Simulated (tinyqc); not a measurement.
# Off-state leakage of single and stacked transistors, step by step

Program tinyqc, `OMP_NUM_THREADS=1 python tinyqc.py 2242240 2242241 out.jsonl`; Intel Xeon 2.30GHz, shared host, one thread, about 0.03 s. Printed values are rounded.

n-channel devices of unit width. Subthreshold current I(Vg, Vs, Vd) = I0 (T/300 K)^0.5 exp[(Vg - Vs - VT(T) - gb (Vs - Vb) + dd (Vd - Vs))/(nf Vt)] (1 - exp(-(Vd - Vs)/Vt)), VT(T) = VT - cT (T - 300 K). Gate-edge tunnelling Ig (Vd/1 V) exp(ag (Vd - 1 V)), for a gate at 0 V, and band-to-band leakage Ab u exp(-Bb/u), u = Vd - Vb + 1 V, flow at a drain held at V; both are taken as independent of T. In a stack of off transistors (all gates at 0 V) the same subthreshold current passes through each.

Values chosen for this exercise; values of the order met in bulk silicon logic transistors: temperature T = 378 K; supply voltage V = 1 V; threshold at 300 K, zero drain and body bias VT = 0.44 V; fall of the threshold with temperature cT = 1 mV/K; current at threshold at 300 K I0 = 0.22 uA/um; slope factor nf = 1.35; drain-induced lowering per volt dd = 0.14; rise of the threshold per volt of source-body bias gb = 0.18; gate-edge tunnelling current at 1 V Ig = 7e-6 uA/um; exponential slope of the gate current ag = 4.7 1/V; prefactor of band-to-band leakage at the drain Ab = 40 uA/(um V); its exponential voltage Bb = 22 V; body voltage Vb = 0 V.

Constants: q = 1.602176634e-19 C, kB = 1.380649e-23 J/K, Vt = kB T/q. Results are converted to the units shown.

## Leakage of one transistor

Vg = Vs = 0, Vd = V; effective threshold VT(T) - gb Vb - dd V.

effective threshold = 0.222 V
parts (nA/um): subthreshold 1.58530, gate edge 0.007, band-to-band 1.33614
total = 2.92844 nA/um
shares (%): subthreshold 54.1347, gate edge 0.239035, band-to-band 45.6262

The subthreshold part is the largest.

## Starting value

Vx = dd V/(1 + gb + 2 dd), the solution for Vx well above Vt, rounded to three decimals.

Vx at the start = 0.096 V

## Iteration 1: new Vx

Stack of two, Vx the node between them: I_low = I(0, 0, Vx), I_up = I(0, Vx, V), f = ln(I_up/I_low), f' = -(1 + gb + 2 dd)/(nf Vt) - 1/(Vt (exp(Vx/Vt) - 1)) - 1/(Vt (exp((V - Vx)/Vt) - 1)), Vx(new) = Vx - f/f'.

I_low = 0.0844844 nA/um
I_up = 0.0888406 nA/um
f = 0.0502767
f' = -34.9019 1/V
Vx after iteration 1 = 0.0974405 V

## Iteration 2: new Vx

As before.

I_low = 0.0850761 nA/um
I_up = 0.0850809 nA/um
f = 5.62457e-5
f' = -34.8244 1/V
Vx after iteration 2 = 0.0974421 V

## Course of the iteration

Stop when the step is below 1e-11 V, or after 40 iterations.

Course of the iteration:
```
iteration	Vx before the step (V)	step (V)
1	0.096	1.44e-3
2	0.0974405	1.62e-6
3	0.0974421	1.97e-12
```

Converged in 3 iterations. The subthreshold current of the stack is 0.08508 nA/um, 18.6 times less than that of one transistor (the drain leakage is unchanged); the estimate exp[dd V (1 + gb + dd)/((1 + gb + 2 dd) nf Vt)] gives 17.8.
